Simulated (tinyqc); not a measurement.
Worked calculation: alloy A(1-x)B(x) by interpolation with bowing. Values are carried at full precision from step to step, so a last printed digit may differ when a step is redone from the rounded ones.

Each gap follows E(x) = (1 - x) E_A + x E_B - C x (1 - x); the lattice constant follows Vegard, a(x) = (1 - x) a_A + x a_B.

Constants: hc = 1239.841984 eV nm; kB = 8.617333262e-05 eV/K.

Values chosen for the exercise (A near Ge, B near Si; not measured data):
```
symbol  value                 unit      meaning
a       (5.664, 5.434)        angstrom  lattice constant of A, B
x       0.69                            fraction of B
Eg      (0.89, 4.166)         eV        gap at Gamma to the s-like level of A, B
EgX     (0.941, 1.161)        eV        gap to the lowest valley along Gamma-X of A, B
EgL     (0.752, 2.093)        eV        gap to L of A, B
C       (0.215, 0.235, 0)     eV        bowing of the Gamma, X and L gaps
Dso     (0.287, 0.045)        eV        spin-orbit splitting of A, B
Ep      (26.1, 21.4)          eV        Kane energy of A, B
me      (0.0381, 0.1976)      m0        electron mass at Gamma of A, B
Cs      0                     eV        bowing of Dso
md      (0.1425, 0.99, 0.46)  m0        density-of-states masses of Gamma, all X and all L valleys
T       300                   K         temperature
```

## Gaps and lattice constant at x

Also give the wavelength hc/E of the lowest gap.

a(x) = 5.5053 angstrom

linear parts (eV): Gamma 3.1504, X 1.0928, L 1.6773

bowing terms C x (1 - x) (eV): Gamma 0.0460, X 0.0503, L 0.0000

gaps (eV): Gamma 3.1045, X 1.0425, L 1.6773

wavelength of the lowest gap = 1189.3 nm

The lowest valley is X, so the gap is indirect; the next, L, lies 635 meV higher.

## Where the valleys cross

The difference of two gaps is a quadratic q2 x^2 + q1 x + q0 with q2 = C_i - C_j, q1 = (E_B - E_A - C)_i - (E_B - E_A - C)_j, q0 = E_A,i - E_A,j; give its roots between 0 and 1 (a dash: none).

Crossings:
```
pair         q2      q1      q0  first root  second root
Gamma-X  -0.020   3.076  -0.051      0.0166            -
Gamma-L   0.215   1.720   0.138           -            -
X-L       0.235  -1.356   0.189      0.1429            -
```

The lowest valley changes at x = 0.143 (L to X, gap 0.944 eV). The other crossings lie above the lowest valley.

## Electron mass of the alloy

Mass at Gamma from the Kane formula 1/m = F + Ep (Eg + 2 Dso/3)/(Eg (Eg + Dso)). F is fixed by the masses of A and B and interpolated linearly, as is Ep; Eg and Dso carry their bowing.

Compare with the linear interpolation of the masses.

F of A, B: [-0.6955, -0.0578]

Ep, Eg, Dso at x (eV): [22.8570, 3.1045, 0.1200]

m(x) from the Kane formula = 0.1425 m0
m(x) linear = 0.1482 m0

The Kane value lies 3.8 % below the linear one. The Gamma valley is not the lowest at this x.

## Shares of the electrons in the valleys

Non-degenerate: n_i proportional to md_i^(3/2) exp(-E_i/kT).

md^(3/2): Gamma 0.0538, X 0.9850, L 0.3120

(E - E_min)/kT: Gamma 79.76, X 0.00, L 24.55

shares: Gamma 0.000, X 1.000, L 0.000

X holds most electrons (100.0 %).

## Checks

- The Gamma and X gaps at their crossing x = 0.0166 (eV): both 0.9408.
- The X and L gaps at their crossing x = 0.1429 (eV): both 0.9437.

(tinyqc, `OMP_NUM_THREADS=1 python tinyqc.py 1050117 1050118 out.jsonl`, Intel(R) Xeon(R) Processor @ 2.30GHz, 1 thread, shared host, about 0.01 s.)
